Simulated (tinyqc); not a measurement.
Gaussian against the exact two-step profile: two-step dopant diffusion (predeposition and drive-in) with a constant diffusivity. Computed by tinyqc, a small Python program. Command: `OMP_NUM_THREADS=1 python tinyqc.py 3003870 3003871 out.jsonl dopdiff walk`. One thread of a shared host (Intel(R) Xeon(R) Processor @ 2.30GHz), about 0.08 s of CPU time with the checks.

Fick diffusion into a half space x > 0 whose background doping C_B is of the opposite type, so that a junction lies where C = C_B.

Inputs (values chosen for the exercise, modelled on gallium in silicon):

| quantity | value | unit |
|---|---|---|
| prefactor D0 | 0.342 | cm^2/s |
| activation energy E | 3.39 | eV |
| surface concentration C_s | 5.1e+18 | 1/cm^3 |
| background doping C_B | 1.8e+15 | 1/cm^3 |
| predeposition temperature T1 | 925 | C |
| predeposition time t1 | 10 | min |
| drive-in temperature T2 | 1050 | C |
| drive-in time t2 | 120 | min |
| ramp rate | 5 | C/min |
| stand-by temperature | 750 | C |

Furnace ramps of the drive-in: linear ramps.

Constants: k_B = 8.617333262e-05 eV/K.

Method:
- D = D0 exp(-E/(k_B T)).
- Temperatures in kelvin are T(C) + 273.15.
- Times in seconds are 60 times the minutes.
- One ramp between the stand-by temperature and T2 adds int D dT / rate (40-point Gauss-Legendre); the usual estimate counts it as an extra time k_B T2^2/(E rate) at T2. (Dt)2 = D2 t2 + two ramps, times in seconds.
- C = C_s erfc(x/(2 sqrt(D1 t1))); dose Q = 2 C_s sqrt(D1 t1/pi); the junction solves erfc(z) = C_B/C_s with x_j = 2 z sqrt(D1 t1).
- With a sealed surface and a thin source, C = Q/sqrt(pi (Dt)2) exp(-x^2/(4 (Dt)2)); x_j = 2 sqrt((Dt)2 ln(C(0)/C_B)); gradient at the junction |dC/dx| = C_B x_j/(2 (Dt)2).
- Exact two-step profile: C = (2 C_s/pi) int_0^alpha exp(-beta (1 + u^2))/(1 + u^2) du with alpha = sqrt(D1 t1/(Dt)2), beta = x^2/(4 (D1 t1 + (Dt)2)).
- The integral takes 48 Gauss-Legendre points; solve C(x) = C_B.
- Gaussian: C = Q/sqrt(pi (Dt)2) exp(-x^2/(4 (Dt)2)).
- Depths are fractions of the Gaussian x_j.

surface concentration C(0) (Gaussian) = 1.86209e+17 1/cm^3

junction depth x_j = 0.798191 um

drive-in budget (Dt)2 = 3.43337e-10 cm^2

product D1 t1 = 1.12933e-12 cm^2

exact junction depth = 0.798971 um

Profiles:

| x/x_j | x (um) | Gaussian (1/cm^3) | exact (1/cm^3) | ratio |
|---|---|---|---|---|
| 0.0 | 0.00000 | 1.8621e+17 | 1.8601e+17 | 1.0011 |
| 0.2 | 0.15964 | 1.5467e+17 | 1.5457e+17 | 1.0007 |
| 0.4 | 0.31928 | 8.8643e+16 | 8.8690e+16 | 0.9995 |
| 0.6 | 0.47891 | 3.5051e+16 | 3.5141e+16 | 0.9974 |
| 0.8 | 0.63855 | 9.5626e+15 | 9.6144e+15 | 0.9946 |
| 1.0 | 0.79819 | 1.8000e+15 | 1.8164e+15 | 0.9910 |
| 1.2 | 0.95783 | 2.3377e+14 | 2.3696e+14 | 0.9866 |

What follows from these numbers?

With D1 t1/(Dt)2 = 0.0033, the Gaussian is 0.11 % high at the surface and 0.90 % low at its own junction; the exact junction lies at 0.7990 um, 0.098 % deeper. The dose is the same, but the real source already has a width, which is negligible here. Caution: C_s exceeds the intrinsic carrier density of silicon at the predeposition temperature (2e18 to 1e19 per cm^3), where real diffusivities rise with concentration and profiles turn box-like.
